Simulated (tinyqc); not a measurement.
Worked calculation: Hubbard chain of 2 sites. Computed by tinyqc, a small Python program that keeps every step. Settings: hopping = 1.24, U = 7.3, mixing = 0.2, iteration cap = 57. Command: `OMP_NUM_THREADS=1 python tinyqc.py 21399 21400 out.jsonl` (the two numbers bound the seeds that draw the settings). One thread of a shared host (Intel(R) Xeon(R) Processor @ 2.60GHz), about 0.2 s of CPU time with the checks. Later iterations appear only in the table of the cycle.

## Mean-field iteration 1

one-body matrix (hopping and site energies) (eV), order 1, 2:
$$\begin{pmatrix}
-0.610000 & -1.240000 \\
-1.240000 & -0.540000
\end{pmatrix}$$

U = 7.300000 eV

electrons, up and down: [1, 1]

mixing = 0.200000

n(up) at the start (a guess, not normalised): 1 0.950000, 2 0.050000

n(down) at the start (a guess): 1 0.050000, 2 0.950000

H(up) = T + U n(down), H(down) = T + U n(up); fill the lowest levels; n(new) = n + mixing (n(out) - n); E = tr T (rho up + rho down) + U sum n_up n_down of the output.

levels, up (eV): [-0.469009, 6.619009]

levels, down (eV): [-0.403520, 6.553520]

energy = -1.570636 eV

n(up) after iteration 1: 1 0.953679, 2 0.046321

n(down) after iteration 1: 1 0.046569, 2 0.953431

## Mean-field iteration 2

As before.

levels, up (eV): [-0.492480, 6.642480]

levels, down (eV): [-0.428627, 6.578627]

energy = -1.570853 eV

n(up) after iteration 2: 1 0.956708, 2 0.043292

n(down) after iteration 2: 1 0.043728, 2 0.956272

## Mean-field iteration 3

As before.

levels, up (eV): [-0.511937, 6.661937]

levels, down (eV): [-0.449316, 6.599316]

energy = -1.570998 eV

n(up) after iteration 3: 1 0.959201, 2 0.040799

n(down) after iteration 3: 1 0.041376, 2 0.958624

## Convergence

Each step fills the lowest levels of T + U n(other spin) and sets n(new) = n + mixing (n(out) - n); stop when output and input agree to 1e-8.

Course of the cycle:
```
iteration       E (eV)  largest |n(out) - n(in)|  mean |n_up - n_down|
1          -1.57063576                  1.84e-02              0.935549
2          -1.57085272                  1.51e-02              0.936462
3          -1.57099776                  1.25e-02              0.937203
4          -1.57109496                  1.03e-02              0.937804
5          -1.57116021                  8.44e-03              0.938294
6          -1.57120410                  6.94e-03              0.938693
7          -1.57123364                  5.71e-03              0.939020
8          -1.57125356                  4.69e-03              0.939287
9          -1.57126700                  3.86e-03              0.939506
10         -1.57127607                  3.17e-03              0.939685
11         -1.57128220                  2.61e-03              0.939832
...                ...                       ...                   ...
47         -1.57129500                  2.35e-06              0.940510
48         -1.57129500                  1.94e-06              0.940510
49         -1.57129500                  1.60e-06              0.940510
50         -1.57129500                  1.31e-06              0.940510
51         -1.57129500                  1.08e-06              0.940511
52         -1.57129500                  8.90e-07              0.940511
53         -1.57129500                  7.33e-07              0.940511
54         -1.57129500                  6.03e-07              0.940511
55         -1.57129500                  4.97e-07              0.940511
56         -1.57129500                  4.09e-07              0.940511
57         -1.57129500                  3.36e-07              0.940511
```

Not converged within 57 iterations: the residual falls steadily but slowly, by a factor of about 0.82 a step. The lowest mean-field energy found from random starts is -1.57130 eV. Reruns (cap 100 unless said): mixing 0.5: converged in 26 (E = -1.57130); mixing 0.9: converged in 11 (E = -1.57130); the original settings with a cap of 400: converged in 76 (E = -1.57130).

## The many-body Hamiltonian

Basis: all placements (u, d, 2, 0 on each site), up operators ordered before down ones; hops carry the sign of the same-spin electrons passed.

H (eV), order 20, ud, du, 02:
$$\begin{pmatrix}
6.080000 & -1.240000 & -1.240000 & 0.000000 \\
-1.240000 & -1.150000 & 0.000000 & -1.240000 \\
-1.240000 & 0.000000 & -1.150000 & -1.240000 \\
0.000000 & -1.240000 & -1.240000 & 6.220000
\end{pmatrix}$$

## Exact diagonalisation (4 states)

Lowest levels of the sector, and the double occupancy of the lowest state.

lowest levels (eV): [-1.912863, -1.150000, 6.144228, 6.918635]

double occupancy per site = 0.043224
